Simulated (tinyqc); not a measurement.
The weight eta from points of equal mobility.

Problem. If the mobility depends on E = q (Ndep + eta Ns)/(eps0 eps_r) alone, two points of equal mobility on its falling branch have equal E. Find eta and E.

Values chosen for this exercise:

| symbol | value | unit | meaning |
|---|---|---|---|
| eps_r | 11.5 |  | relative permittivity of the semiconductor |

Constants: q = 1.602176634e-19 C, eps0 = 8.8541878128e-14 F/cm where lengths are in cm. Results are converted to the units shown.

Ndep at two body biases (cm^-2): [1.5974170e12, 2.6337994e12]
Ns at which the mobility is the same (cm^-2): [8.4e12, 5.5211600e12]

Solution. eta is the ratio of the differences of Ndep and Ns.

eta = 0.3600
E = 0.7272 MV/cm

Numbers from tinyqc (`OMP_NUM_THREADS=1 python tinyqc.py 2510109 2510110 out.jsonl`; about 0.01 s on one thread of a shared Intel Xeon 2.30GHz).
